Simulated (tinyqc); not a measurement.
From results back to parameters: carrier statistics of a doped semiconductor with parabolic bands. Three cases, with inputs chosen for the exercise.

Problem. With Boltzmann statistics and no minority carriers, p (p + ND)/(NA - ND - p) = K(T) = (N(T)/4) exp(-E/kB T), E the ionisation energy of the majority dopant and N = 2 (m kB T/(4 pi c))^(3/2) with c = hbar^2/2m0, in 1/angstrom^3; times 1e24 for 1/cm^3, m = m_d. The density below was computed from a hidden E.

Constants: hbar^2/2m0 = 3.80998211 eV angstrom^2; kB = 8.617333262e-05 eV/K.

Case 1.

Values chosen (near those of Si; not measured data):
- NA = 2.7e+17 1/cm^3 (acceptors)
- ND = 1.8e+12 1/cm^3 (donors)
- m_d = 0.567 m0 (density-of-states mass of the majority band)
- Ta = 74 K

p(Ta) = 8.2701e+15 1/cm^3

Case 2.

Values chosen (near those of Si; not measured data):
- NA = 1.2e+16 1/cm^3 (acceptors)
- ND = 4.4e+14 1/cm^3 (donors)
- m_d = 0.619 m0 (density-of-states mass of the majority band)
- Ta = 64 K

p(Ta) = 8.9025e+14 1/cm^3

Case 3.

Values chosen (near those of Si; not measured data):
- NA = 6.1e+16 1/cm^3 (acceptors)
- ND = 1.5e+16 1/cm^3 (donors)
- m_d = 0.589 m0 (density-of-states mass of the majority band)
- Ta = 51 K

p(Ta) = 1.8547e+13 1/cm^3

Find: K(Ta); E.

Solution. The left side gives K; then E = kB T ln(N/(4 K)).

Case 1.

K(Ta) = 2.61e+14 1/cm^3
E = 0.0455 eV

Case 2.

K(Ta) = 1.11e+14 1/cm^3
E = 0.0436 eV

Case 3.

K(Ta) = 6.06e+12 1/cm^3
E = 0.0457 eV

Computed by tinyqc, one run a case: `OMP_NUM_THREADS=1 python tinyqc.py N N+1 out.jsonl` with N = 1681508, 1681543, 1681602; one thread of a shared Intel(R) Xeon(R) Processor @ 2.30GHz, about 0.01 s a run at most.
